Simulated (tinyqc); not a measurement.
Raman shift of the zone-centre optical phonon of a diamond-structure crystal under stress: one step, computed by the program tinyqc.

Axes x, y, z are the cube axes. Strain shifts the threefold optical mode and can split it; p, q and r are the phonon deformation potentials.

Task: Mean shift and Grueneisen parameter. gamma = -(p + 2q)/(6 omega_0^2); the mean of the three shifts is -gamma omega_0 x (volume strain).

Inputs (values chosen for the exercise, modelled on silicon): unstrained frequency omega_0 = 520.1 1/cm; p/omega_0^2 = -1.9; q/omega_0^2 = -2.41.

Stress state: uniaxial. Axis: [210].

volume strain = 0.7784472 per mille

Give: mode Grueneisen parameter gamma; mean shift.

Result:

mode Grueneisen parameter gamma = 1.12

mean shift = -0.4535 1/cm
